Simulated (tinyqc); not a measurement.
Input admittance of a MOSFET at zero drain bias: distributed channel and distributed gate: one step of the calculation.

Source and drain grounded, strong inversion, w = 2 pi f, Cox = eps0 eox/tox. The channel is an RC line of resistance 1/(mu Cox Vo) per square fed from both ends, so one finger has the intrinsic admittance y = i w Cox L tanh(g)/g per width, g = (1/2) sqrt(i w tau), tau = L^2/(mu Vo). The vertical resistance rv/L is in series with y, the overlaps 2 i w Cov in parallel: y_t = 1/(1/y + rv/L) + 2 i w Cov. The gate strip is a line of Rsh/L per length loaded by y_t, so a finger has Y = y_t Wf tanh(k)/k, k = (Wf/sd) sqrt(y_t Rsh/L); the device has Nf Y.

Task. Low-frequency resistances and capacitance. Low-frequency limits, with c = Cox L and ct = c + 2 Cov: R_strip = Rsh Wf/(3 sd^2 L Nf), R_ch = (c/ct)^2 L/(12 mu Cox Vo Wf Nf), R_vert = (c/ct)^2 rv/(L Wf Nf), C = ct Wf Nf.

Inputs (values chosen for the exercise); values of the order met in silicon radio-frequency transistors: relative permittivity of the gate insulator (close to silicon nitride) eox = 7.59; insulator thickness tox = 6.2 nm; channel length L = 0.59 um; finger width Wf = 0.52 um; number of fingers Nf = 8; channel mobility mu = 210 cm^2/(V s); gate overdrive Vo = 0.54 V; sheet resistance of the gate Rsh = 4.9 ohm/square; vertical resistivity of the gate stack rv = 0 ohm um^2; number of ends at which a finger is contacted sd = 1; overlap and fringe capacitance on each side Cov = 0.27 fF/um.

Constants: eps0 = 8.8541878128e-14 F/cm where lengths are in cm. Results are converted to the units shown.

Wanted: parts; sum; C; 1/(2 pi R C).

Result.

parts (ohm): strip 0.1799, channel 81.76, vertical 0
sum = 81.94 ohm
C = 28.85 fF
1/(2 pi R C) = 67.32 GHz

The channel term is the largest, 99.8 % of the sum.

Program tinyqc, `OMP_NUM_THREADS=1 python tinyqc.py 2262025 2262026 out.jsonl`; Intel Xeon 2.30GHz, shared host, one thread, about 0.01 s.
